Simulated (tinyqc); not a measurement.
# Worked calculation: free and trapped electrons in a MOS channel with a dense trap tail

tinyqc, about 0.02 s, one thread, Intel Xeon 2.30GHz (shared host): `OMP_NUM_THREADS=1 python tinyqc.py 2222061 2222062 out.jsonl` Printed values are rounded.

p-type body, charge-sheet picture, full ionisation (an idealisation for deep acceptors), Boltzmann statistics for free electrons. e = Ec - EF at the surface. Acceptor-like traps of density D(E) = D0 + De exp(-E/Ew) at depth E below Ec, from 0 to Eu, hold n_t = integral of D(E)/(1 + exp((e - E)/Vt)). psi = Eg - Vt ln(Nv/Na) - e; N_dep = sqrt(2 eps0 eps_r Na (psi - Vt)/q); n_f = sqrt(N_dep^2 + 2 eps0 eps_r Vt Nc exp(-e/Vt)/q) - N_dep; Vg = Vfb + psi + q (N_dep + n_t + n_f)/Cox, Cox = eps0 eox/tox.

Values chosen for this exercise; band and dielectric values close to those of 4H silicon carbide:
```
symbol    value         unit                                             meaning
T           300            K                                         temperature
Eg          3.3           eV                                            band gap
eps_r      9.77                                            relative permittivity
Nc      1.71e19        cm^-3              conduction-band density of states at T
Nv      2.54e19        cm^-3                 valence-band density of states at T
eox         3.9                           relative permittivity of the insulator
tox          30           nm                                 insulator thickness
Na       5.8e16        cm^-3                                    acceptor density
Vfb       -2.05            V            flat-band voltage without trapped charge
D0       6.1e10  cm^-2 eV^-1  constant background density of acceptor-like traps
De       4.4e13  cm^-2 eV^-1          density of the tail at the conduction edge
Ew         0.12           eV                            decay energy of the tail
Eu         0.71           eV        depth below Ec down to which the traps reach
mf           86   cm^2/(V s)                          mobility of free electrons
e         0.062           eV                              Ec - EF at the surface
```

Constants: q = 1.602176634e-19 C, kB = 1.380649e-23 J/K, Vt = kB T/q, eps0 = 8.8541878128e-14 F/cm where lengths are in cm. Results are converted to the units shown.

## Trapped charge

Trapezoid rule on 16 equal steps from 0 to Eu, f = 1/(1 + exp((e - E)/Vt)).

```
point	E (eV)	D(E) f (cm^-2 eV^-1)
0	0	3.67050e12
1	0.0443750	1.02304e13
2	0.08875	1.55408e13
3	0.133125	1.36962e13
4	0.1775	9.97101e12
5	0.221875	6.97227e12
6	0.266250	4.84398e12
7	0.310625	3.36647e12
8	0.355	2.34481e12
9	0.399375	1.63885e12
10	0.443750	1.15110e12
11	0.488125	8.14129e11
12	0.5325	5.81320e11
13	0.576875	4.20478e11
14	0.621250	3.09356e11
15	0.665625	2.32583e11
16	0.71	1.79543e11
```

n_t = 3.28547e12 cm^-2

With 1600 steps n_t = 3.302e12 cm^-2; the coarse value is 0.50 % below it.

## Charges and gate voltage

psi, N_dep, n_f and Vg as defined, with the n_t given; free share n_f/(n_f + n_t); apparent mobility mf n_f/(n_f + n_t); gate voltage spent on traps q n_t/Cox.

psi = 3.08077 V
N_dep = 1.38323e12 cm^-2
n_f = 1.48806e11 cm^-2
Vg = 7.73641 V
free share = 4.33296 %
apparent mobility = 3.72635 cm^2/(V s)
gate voltage spent on traps = 4.57315 V
